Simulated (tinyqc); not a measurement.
Worked calculation: strain-driven roughening and islands of a mismatched epitaxial film. Computed by tinyqc, a small Python program that keeps every step. Command: `OMP_NUM_THREADS=1 python tinyqc.py 3031554 3031555 out.jsonl island walk`. One thread of a shared host (Intel(R) Xeon(R) Processor @ 2.30GHz), about 0.01 s of CPU time with the checks. Intermediate numbers are printed to about 7 digits and carried at full precision; extremes and crossings named in words are read from the listed rows.

Film and substrate share isotropic elastic constants; the film is coherent and biaxially strained.

Inputs (values chosen for the exercise, for a model film): misfit |f| = 0.0677; shear modulus G = 37.5 GPa; Poisson ratio nu = 0.28; surface energy gamma = 0.598 J/m^2; contact angle of the shallow shape theta_1 = 8.02 degrees; contact angle of the steep shape theta_2 = 32.7 degrees; facet energy of shape 1 over gamma = 1.009; facet energy of shape 2 over gamma = 0.9906; wetting energy gamma_s - gamma = 0.24 J/m^2; decay length of wetting delta = 0.49 nm; surface mobility D_s nu_s Omega^2/(k_B T) = 9.3e-34 m^6/(J s); initial ripple amplitude A0 = 0.27 nm; ripple wavelength over the critical one = 3.5; island volume V = 2600 nm^3.

Transport: surface diffusion.

Constants: e = 1.602176634e-19 C.

## Elastic energy of the flat film

M = 2 G (1 + nu)/(1 - nu); stress = M f; energy density w = M f^2.

biaxial modulus M = 133.3333 GPa

stress = 9.026667 GPa

energy density w = 611.1053 MJ/m^3

## Asaro-Tiller-Grinfeld instability

A ripple A cos(k x) has the surface chemical potential per volume [gamma k^2 - 2 (1 + nu) w k] A cos(k x), so k_c = 2 (1 + nu) w/gamma. With surface diffusion the amplitude grows at the rate q = B k^2 [2 (1 + nu) w k - gamma k^2], fastest at k_m = (3/4) k_c. B is the surface mobility.

k_c = 2.616103 1/nm

critical wavelength = 2.401735 nm

fastest wavelength = 3.202313 nm

growth time 1/q at k_m = 3.639759e-04 s

Caution: a wavelength of a few nanometres is at the limit of continuum theory, where steps and facets rule.

## A ripple of given wavelength

A ripple A cos(k x) has the surface chemical potential per volume [gamma k^2 - 2 (1 + nu) w k] A cos(k x), so k_c = 2 (1 + nu) w/gamma. With surface diffusion the amplitude grows at the rate q = B k^2 [2 (1 + nu) w k - gamma k^2], fastest at k_m = (3/4) k_c. B is the surface mobility. Stress at the trough = stress x (1 + 2 k A).

k = 0.7474580 1/nm

rate q = 433.9817 1/s

q over the largest rate = 0.1579589

stress concentration at A0 = 1.403627

The ripple grows. Caution: k A0 is not small, so the linear theory of the ripple is rough.

## Wetting layer

The surface energy depends on thickness as gamma + (gamma_s - gamma) exp(-h/delta). Its curvature adds W2 = (gamma_s - gamma) exp(-h/delta)/delta^2 to the restoring terms; the flat film is stable while W2 > (1 + nu)^2 w^2/gamma, which gives h_c = delta ln[(gamma_s - gamma) gamma/(delta^2 (1 + nu)^2 w^2)], or 0 if negative.

wetting-layer thickness h_c = 0 nm

Wetting is too weak to hold a flat layer thicker than about a monolayer.

## Island nucleation

Shallow faceted island (Tersoff form): E = 4 Gam V^(2/3) tan^(1/3)(theta) - 6 c V tan(theta), Gam = gamma [x/sin(theta) - 1/tan(theta)], x the facet energy over gamma, c = stress^2 (1 - nu)/(2 pi G). The barrier is the maximum of E, at V_c = [4 Gam/(9 c)]^3 / tan^2(theta) (1 GPa nm = 1 J/m^2).

c = 0.2489867 GPa

Gam of shape 1 = 0.08049657 J/m^2

critical volume, shape 1 = 0.1494355 nm^3

barrier, shape 1 = 0.09816168 eV

Gam of shape 2 = 0.1650291 J/m^2

critical volume, shape 2 = 0.06202269 nm^3

barrier, shape 2 = 0.1856372 eV

The shallow shape has the lower barrier. Each barrier is a third of the surface term at V_c and scales as Gam^3/c^2, that is as f^(-4). Caution: a critical volume below 1 nm^3 holds fewer than a hundred atoms, so a continuum barrier there has no physical meaning.

## Which shape at the volume V

The two energies cross at V_x^(1/3) = 4 [Gam_2 t2^(1/3) - Gam_1 t1^(1/3)]/(6 c (t2 - t1)), t = tan(theta); mu = dE/dV.

E of shape 1 = -3218.061 eV

E of shape 2 = -14891.82 eV

crossing volume V_x = 0.1547601 nm^3

jump of mu at V_x, shape 2 less shape 1 = -249.5304 MJ/m^3

At V the steep shape is lower. At V_x the chemical potential drops, so islands that have turned steep grow at the cost of the shallow ones. Caution: a crossing volume under 5 nm^3 is too small for these continuum energies. Caution: the shallow-slope form overstates the relaxation of facets steeper than about 25 degrees.

## Scaling with the misfit

A ripple A cos(k x) has the surface chemical potential per volume [gamma k^2 - 2 (1 + nu) w k] A cos(k x), so k_c = 2 (1 + nu) w/gamma. With surface diffusion the amplitude grows at the rate q = B k^2 [2 (1 + nu) w k - gamma k^2], fastest at k_m = (3/4) k_c. V_c = [4 Gam/(9 c)]^3/tan^2(theta), barrier = (4/3) Gam V_c^(2/3) tan^(1/3)(theta); the growth time is 1/q at k_m.

Misfit scaled at fixed constants:
```
|f| (%)  fastest wavelength (nm)  growth time (s)  V_c of shape 1 (nm^3)  barrier of shape 1 (eV)
1.6925                  51.23700     2.385353e+01           6.120878e+02             2.512939e+01
2.3695                  26.14133     1.616324e+00           8.129157e+01             6.541386e+00
3.3850                  12.80925     9.317783e-02           9.563872e+00             1.570587e+00
4.7390                   6.53533     6.313764e-03           1.270181e+00             4.088366e-01
6.7700                   3.20231     3.639759e-04           1.494355e-01             9.816168e-02
9.4780                   1.63383     2.466314e-05           1.984657e-02             2.555229e-02
```

Halving the misfit stretches the wavelength 4 times, the barrier 16 times, the volume 64 times and the time 256 times: f^(-2), f^(-4), f^(-6), f^(-8). Over these rows the time spans 6.0 decades: strongly mismatched films tend to roughen first, while dilute alloys have time to stay flat. Rows with wavelengths under 10 nm or volumes under 5 nm^3 are beyond the continuum picture.

Checks made by the program: k_m against a numerical maximum of the rate (relative difference 5e-10).
